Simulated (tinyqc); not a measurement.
Stretching all distances: RHF, UHF, MP2, CISD and CCSD against full CI in the sto-3g basis, for H6, spin multiplicity 1. Computed by the program tinyqc with PySCF. All coordinates are multiplied by the scale. c0^2 is the weight of the RHF determinant in the lowest singlet FCI state (UHF is spin-contaminated and may lie near states of higher spin) and n(LUMO) the first natural occupation beyond the occupied space.

Geometry (angstrom):

| atom | x | y | z |
|---|---|---|---|
| H | 0.0000 | 0.0000 | 0.0000 |
| H | 0.0000 | 0.0000 | 0.7050 |
| H | 0.0000 | 0.0000 | 1.6670 |
| H | 0.0000 | 0.0000 | 2.3720 |
| H | 0.0000 | 0.0000 | 3.3350 |
| H | 0.0000 | 0.0000 | 4.0390 |

Full CI energy (hartree) and errors against it (kcal/mol):

| scale | distance 1-2 (angstrom) | E(FCI) | RHF | UHF | MP2 | CISD | CCSD | <S^2> UHF | c0^2 | n(LUMO) |
|---|---|---|---|---|---|---|---|---|---|---|
| 0.850 | 0.599 | -3.10142 | 28.511 | 28.511 | 7.696 | 0.328 | 0.049 | 0.000 | 0.980 | 0.025 |
| 1.060 | 0.747 | -3.31033 | 38.306 | 38.306 | 12.211 | 0.807 | 0.077 | 0.000 | 0.964 | 0.040 |
| 1.270 | 0.895 | -3.32146 | 51.446 | 51.446 | 18.655 | 1.866 | 0.132 | 0.000 | 0.940 | 0.062 |
| 1.480 | 1.043 | -3.25715 | 69.167 | 69.167 | 27.712 | 4.063 | 0.222 | 0.000 | 0.902 | 0.093 |
| 1.690 | 1.191 | -3.16796 | 92.573 | 87.623 | 40.038 | 8.287 | 0.341 | 0.579 | 0.846 | 0.138 |
| 1.900 | 1.339 | -3.07779 | 122.318 | 86.993 | 55.950 | 15.646 | 0.459 | 1.414 | 0.770 | 0.200 |
| 2.110 | 1.488 | -2.99874 | 158.278 | 73.217 | 75.061 | 27.083 | 0.531 | 2.006 | 0.677 | 0.278 |
| 2.320 | 1.636 | -2.93579 | 199.356 | 55.281 | 96.087 | 42.857 | 0.509 | 2.394 | 0.576 | 0.368 |

What does the comparison show, and why?

UHF parts from RHF first at scale 1.69 of those listed, where <S^2> leaves zero. The weight c0^2 goes from 0.98 to 0.58 and n(LUMO) from 0.02 to 0.37: static correlation grows as the bonds break into open-shell fragments. The spread of the error along the curve, which distorts its shape, is CCSD 0.5, CISD 42.5, UHF 59.1, MP2 88.4, RHF 170.8 kcal/mol.
